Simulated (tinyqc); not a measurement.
Sputter depth profiling of a dopant layer: erosion rate, quantification and the mixing-roughness response. Changing the roughness sigma. Computed by tinyqc, a small Python program. Command: `OMP_NUM_THREADS=1 python tinyqc.py 3012125 3012126 out.jsonl sims sweep`. One thread of a shared host (Intel(R) Xeon(R) Processor @ 2.30GHz), about 0.1 s of CPU time with the checks.

A rastered ion beam erodes silicon (49.94 atoms per nm^3). The measured profile is the true one convolved with a depth response.

Inputs (values chosen for the exercise, modelled on a dopant in silicon under an oxygen or caesium beam):
```
quantity,value,unit
beam energy E,2.1,keV
beam current,20,nA
raster side,400,um
sputter yield at 1 keV,0.66,-
mixing length at 1 keV,1.6,nm
depth of the top edge z0,59,nm
box width b,1.5,nm
box concentration C,2.6e+19,1/cm^3
relative sensitivity factor RSF,5.6e+20,1/cm^3
matrix count rate,1.9e+06,1/s
background count rate,1.7,1/s
counting time per point,1,s
level that defines the junction C_B,1e+16,1/cm^3
```

True profile: box.

Constants: e = 1.602176634e-19 C.

Method:
- Scaling chosen for the exercise: yield Y = Y1 E^0.5, mixing length w = w1 E^0.5 (E in keV).
- Erosion rate = Y I/(e x raster^2 x density); depth step = rate x counting time; concentration = RSF x counts/matrix counts; detection limit = RSF x 3 sqrt(background x time)/(matrix rate x time).
- Mixing alone turns a layer at z0 into (1/w) exp(-(z - z0 + w)/w) for z > z0 - w; roughness adds a Gaussian of width sigma. With x = z - z0 + w: g(x) = (1/(2w)) exp(sigma^2/(2 w^2) - x/w) erfc((sigma/w - x/sigma)/sqrt2), and its integral G(x) = (1/2) erfc(-x/(sigma sqrt2)) - w g(x). Measured: C [G(x) - G(x - b)].
- Find the maximum, the full width at half maximum and the deep point where the profile falls to C_B; far down, the trailing edge decays by w ln(10) per decade.
- Convolution adds means and variances: the response has mean 0 (shift -w plus exponential mean w) and variance w^2 + sigma^2; a box adds the mean b/2 and the variance b^2/12.

One run for each value:
```
roughness sigma (nm),full width at half maximum (nm),peak concentration (1/cm^3),maximum minus centroid (nm),apparent junction depth (nm)
0.15,2.644,1.1717e+19,-1.5500,74.699
0.24,2.748,1.1319e+19,-1.5295,74.706
0.38,2.927,1.0704e+19,-1.4838,74.725
0.61,3.285,9.7190e+18,-1.3768,74.774
0.98,3.973,8.3054e+18,-1.1818,74.901
1.60,5.250,6.5477e+18,-0.9114,75.246
2.50,7.186,4.9358e+18,-0.6471,76.042
4.00,10.490,3.4504e+18,-0.3975,78.143
```

Over the rows, full width at half maximum (nm) rises from 2.64 to 10.5 (exponent d ln y / d ln x 0.082 between the first rows and 0.80 between the last); peak concentration (1/cm^3) falls from 1.17e19 to 3.45e18 (exponent d ln y / d ln x -0.074 between the first rows and -0.76 between the last); maximum minus centroid (nm) rises from -1.55 to -0.398 (exponent d ln y / d ln x -0.028 between the first rows and -1.0 between the last). Roughness broadens both edges and makes the response more symmetric; far down the tail the slope stays w ln(10).

Extremes, crossings and ranges named in words are read from the listed rows.
